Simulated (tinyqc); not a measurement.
Convergence with the k mesh: Bethe-Salpeter matrix of a two-band chain (Tamm-Dancoff form).

One valence and one conduction band, lattice period 1, mesh k = 2 pi j/N. Pair energies D(k) = Eg + 2 t sum(1 - cos k), t = tc + tv. Screened attraction W(R) = U at R = 0 and V/|R| otherwise, R over the N cells with the nearest image; W(q) = sum_R W(R) cos(q R). H(k, k') = D(k) delta - W(k - k')/Nk + 2 J/Nk for singlets (J = 0 for triplets), Nk the number of k points. With a constant transition dipole the strength of a state is f = (sum_k A_k)^2/Nk, and the f sum to 1.

Inputs chosen for the exercise:
- Eg = 4.2 eV (quasiparticle gap)
- tc = 0.84 eV (conduction hopping)
- tv = 0.62 eV (valence hopping)
- U = 1.37 eV (attraction in the same cell)
- V = 0 eV (attraction at one cell distance)
- J = 0.19 eV (exchange in the same cell)

Lowest triplet and singlet, and f of the singlet, against N.

Results:

| N | Eg - E triplet (eV) | Eg - E singlet (eV) | f singlet |
|---|---|---|---|
| 4 | 0.4609 | 0.3069 | 0.3767 |
| 6 | 0.3698 | 0.2336 | 0.3197 |
| 8 | 0.3330 | 0.2003 | 0.3019 |
| 12 | 0.3103 | 0.1739 | 0.3025 |
| 20 | 0.3055 | 0.1641 | 0.3175 |
| 40 | 0.3054 | 0.1633 | 0.3211 |
| 100 | 0.3054 | 0.1633 | 0.3211 |

What can be read from this table?

The coarsest mesh misjudges the singlet binding by +0.1437 eV against the finest: a mesh of N points along an axis repeats the pair every N cells. The triplet is within 1 meV of the last row from N = 20 on. The singlet is within 1 meV of the last row from N = 20 on. The more tightly bound triplet is the smaller object in R, so it needs no more points than the singlet.

tinyqc: `OMP_NUM_THREADS=1 python tinyqc.py 1282192 1282193 out.jsonl`; about 0.3 s, one thread, shared Intel(R) Xeon(R) Processor @ 2.30GHz.
